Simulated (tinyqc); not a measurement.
Three descriptions against temperature: one anharmonic mode: perturbation theory, self-consistent phonons and exact levels. Computed by tinyqc, a small Python program. Command: `OMP_NUM_THREADS=1 python tinyqc.py 3013114 3013115 out.jsonl scp walk`. One thread of a shared host (Intel(R) Xeon(R) Processor @ 2.30GHz), about 0.04 s of CPU time with the checks.

V(x) = k x^2/2 + b x^4 for one coordinate x of mass M. A constant K > 0 gives hbar Omega = sqrt((hbar^2/u) K/M) with K in eV/angstrom^2 and M in u.

Inputs (values chosen for the exercise, for a model mode): mode mass M = 38.2 u; harmonic constant k = -4.83 eV/angstrom^2; quartic constant b = 376 eV/angstrom^4.

Shape: double well.

Constants: hbar^2/u = 4.18015928e-03 eV angstrom^2; k_B = 8.617333262e-05 eV/K.

Method:
- Self-consistent phonon, centred at x = 0: K = k + 12 b <x^2>, <x^2> = (hbar Omega/(2K)) coth(hbar Omega/(2 k_B T)).
- Its free energy is F = k_B T ln[2 sinh(hbar Omega/(2 k_B T))] + (k - K)<x^2>/2 + 3 b <x^2>^2, an upper bound to the exact one.
- Basis: oscillator states n of the constant |k|, with x = s (a + a+), s^2 = hbar Omega/(2|k|); H = hbar Omega (n + 1/2) + (k - |k|) x^2/2 + b x^4, with exact matrix elements of x^2 and x^4.
- Exact values use 120 basis states: F = -k_B T ln sum exp(-E_n/(k_B T)), and <x^2> is the Boltzmann mean.
- The classical <x^2> is int x^2 exp(-V/(k_B T)) dx / int exp(-V/(k_B T)) dx (2001 points over six exact widths each way).

Results; columns: (1) T (K); (2) hbar Omega, self-consistent (meV); (3) <x^2>, self-consistent; (4) <x^2>, exact; (5) F, self-consistent (meV); (6) F, exact (meV); (7) <x^2>, classical:
```
(1)      (2)        (3)        (4)      (5)      (6)        (7)
13    24.222  0.0022588  0.0025110   6.3559   5.7743  0.0029021
32    24.226  0.0022592  0.0025124   6.3555   5.7731  0.0026758
67    24.559  0.0022921  0.0025875   6.2709   5.6311  0.0027530
120   26.148  0.0024552  0.0028828   5.4145   4.4876  0.0030314
210   29.230  0.0028010  0.0034062   1.7537  0.19141  0.0034931
370   33.645  0.0033631  0.0041471  -9.5788  -12.195  0.0041835
640   38.947  0.0041427  0.0051007  -37.403  -41.579  0.0051118
1100  45.113  0.0051925  0.0063462  -99.902  -106.48  0.0063474
```

What follows from these numbers?

The self-consistent quantum hardens from 24.22 to 45.11 meV, since a wider spread samples the steep quartic walls, and it is real at all T although k is negative. Its <x^2> misses by -10.0 % at the lowest T and -18.2 % at the highest; the excess in F runs from 0.582 to 6.579 meV. The classical value is 1.16 of the exact one at the lowest T and 1.000 at the highest.

Extremes, crossings and ranges named in words are read from the listed rows.
